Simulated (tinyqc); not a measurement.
Growth of a silicide layer between metal and silicon: linear-parabolic kinetics, ramp anneals and Kissinger analysis: one step, computed by the program tinyqc. Command: `OMP_NUM_THREADS=1 python tinyqc.py 3005470 3005471 out.jsonl silicide walk`. One thread of a shared host (Intel(R) Xeon(R) Processor @ 2.30GHz), about 0.1 s of CPU time with the checks.

One compound layer of thickness x grows by diffusion through itself and reaction at an interface, dx/dt = 1/(2x/K + 1/v), until the metal is used up at x = a h.

Task: Geometry at full reaction. Silicon consumed b h, sheet resistance rho/(final thickness) with 1 micro-ohm cm/nm = 10 ohm; margin to the junction x_j - b h.

Inputs (values chosen for the exercise, modelled on NiSi): metal thickness h = 16 nm; silicon consumed per metal thickness b = 1.83; silicide resistivity = 16 micro-ohm cm; junction depth x_j = 19 nm.

final thickness = 35.2 nm

Give: silicon consumed; sheet resistance; margin to the junction.

Result:

silicon consumed = 29.28 nm

sheet resistance = 4.545 ohm/square

margin to the junction = -10.28 nm

The silicide would punch through the junction.
